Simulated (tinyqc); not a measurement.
Two-band model of a narrow-gap semiconductor with electrons and holes: one step, computed by the program tinyqc. Command: `OMP_NUM_THREADS=1 python tinyqc.py 3008873 3008874 out.jsonl bipolar walk`. One thread of a shared host (Intel(R) Xeon(R) Processor @ 2.30GHz), about 0.05 s of CPU time with the checks.

Two parabolic bands with acoustic scattering (r = -1/2, a = 0), a gap that does not change with T, and fully ionised dopants. Melting is ignored, so values above the melting point are formal, and kappa_L does not change with T. eta_n = (E_F - E_c)/(k_B T), eta_p = -eta_n - E_g/(k_B T).

Problem. Each band alone. With x = E/(k_B T), a = alpha k_B T (0 for a parabolic band), G = x (1 + a x), D = 1 + 2 a x and <y> = int y f (1 - f) dx, f = 1/(1 + exp(x - eta)): tau = tau_0 G^r/D; transport function s = G^(3/2 + r)/D^2; n = N_0 <G^(3/2)> with N_0 = (2 m k_B T)^(3/2)/(3 pi^2 hbar^3). Integrals over x = E/(k_B T) use 160 Gauss-Legendre points in u = sqrt(x) from 0 to sqrt(max(eta, 0) + 32). sigma = e mu_0 N_0 <s> with mu_0 = e tau_0/m = mu_300 (T/300 K)^(-p); |S| = (k_B/e)(<x s>/<s> - eta); Lorenz number L = (k_B/e)^2 (<x^2 s>/<s> - (<x s>/<s>)^2); kappa_e = L sigma T; zT = S^2 sigma T/(kappa_L + kappa_e). Hall factor r_H = <x^(3/2)> <x^(1/2)>/<s>^2.

Inputs (values chosen for the exercise, modelled on InAs):

| quantity | value | unit |
|---|---|---|
| electron mass m_n | 0.023 | m_0 |
| hole mass m_p | 0.4 | m_0 |
| electron mobility parameter mu_300,n | 27000 | cm^2/(V s) |
| hole mobility parameter mu_300,p | 420 | cm^2/(V s) |
| temperature exponent p | 1.5 | - |
| temperature T | 610 | K |

Doping: p-type.

eta_n = -3.004678

eta_p = -3.653652

Constants: e = 1.602176634e-19 C; m_0 = 9.1093837015e-31 kg; k_B = 1.380649e-23 J/K; hbar = 1.054571817e-34 J s; k_B = 8.617333262e-05 eV/K.

Give: Partial coefficients.

Solution.

Partial coefficients:

| band | sigma (S/cm) | \|S\| (microvolt/K) | L (1e-8 V^2/K^2) | density (1/cm^3) | Hall factor |
|---|---|---|---|---|---|
| electrons | 13.777 | 433.36 | 1.4941 | 1.2362e+16 | 1.1747 |
| holes | 8.2160 | 488.30 | 1.4899 | 4.7236e+17 | 1.1763 |

The nominal minority band carries 63 % of the conductivity.
